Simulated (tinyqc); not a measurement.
Local against global planarity over time: chemical-mechanical planarisation: Preston law, pattern density and step-height reduction. Computed by tinyqc, a small Python program. Command: `OMP_NUM_THREADS=1 python tinyqc.py 3005756 3005757 out.jsonl cmp walk`. One thread of a shared host (Intel(R) Xeon(R) Processor @ 2.30GHz), about 0.01 s of CPU time with the checks.

A row of 12 cells, repeated periodically, holds raised features that cover a share rho of each cell.

Inputs (values chosen for the exercise, close to those used for oxide polishing): Preston coefficient K = 1.3e-13 1/Pa; pressure P = 30 kPa; platen and carrier speed = 80 rpm; distance between the centres = 17 cm; initial step height h0 = 200 nm; contact height h_c = 26 nm; film above the raised areas z0 = 410 nm; cell size = 1.2 mm; planarisation length = 1.7 mm.

local pattern densities, cell by cell: [0.9, 0.4, 0.9, 0.3, 0.25, 0.6, 0.6, 0.25, 0.4, 0.6, 0.1, 0.4]

Method:
- With equal rotation speeds the relative speed is uniform, v = omega r_c; Preston rate R0 = K P v.
- The stiff pad averages the density: rho_eff(i) = sum_j w_ij rho_j / sum_j w_ij, w = exp(-2 d^2/L^2), L the planarisation length and d the distance between cell centres, summed over all periodic images of cell j.
- While h > h_c only raised areas polish, at R0/rho_eff, until t_c = rho_eff (h0 - h_c)/R0. After that h = h_c exp(-(t - t_c)/tau), tau = rho_eff h_c/R0; low areas polish at R0 (1 - h/h_c) and raised areas at R0 [1 + (1 - rho_eff) h/(rho_eff h_c)]. Removed from raised areas after t_c: h0 - h_c + R0 (t - t_c) + (1 - rho_eff)(h_c - h); from low areas: R0 (t - t_c) - rho_eff (h_c - h). Film left = z0 less the removal from raised areas.
- Times are multiples of h0/R0; the range is the largest minus the smallest removal from raised areas.

effective densities: [0.683677, 0.606814, 0.664464, 0.418588, 0.343626, 0.520447, 0.521464, 0.361256, 0.409363, 0.448745, 0.277850, 0.443706]

blanket rate R0 = 5.55434 nm/s

Steps and range (nm):
```
multiple   t (s)  largest step  smallest step  range across the row  mean removal from raised areas
0.10       3.601        170.75         128.02                 42.73                           45.08
0.20       7.202        141.49          56.04                 85.46                           90.15
0.30      10.802        112.24           5.18                112.93                          133.96
0.45      16.204         68.36           0.08                102.73                          186.09
0.60      21.605         24.52           0.00                 88.92                          223.11
0.80      28.806          2.58           0.00                 81.98                          264.83
1.00      36.008          0.27           0.00                 81.25                          304.98
1.30      46.810          0.01           0.00                 81.17                          365.00
1.70      61.213          0.00           0.00                 81.17                          445.00
```

What follows from these numbers?

Local steps shrink to 0.01 nm or less, but the range across the row reaches up to 112.9 nm among these rows and ends at 81.2 nm, against the limit (largest - smallest rho_eff) h0 = 81.2 nm: once flat, all cells polish alike and the difference stays. Evener density (dummy fill), a longer planarisation length or a smaller initial step reduces it. Caution: in the last rows the removal passes z0 somewhere, so they describe a thicker film than the one given.

Extremes, crossings and ranges named in words are read from the listed rows.
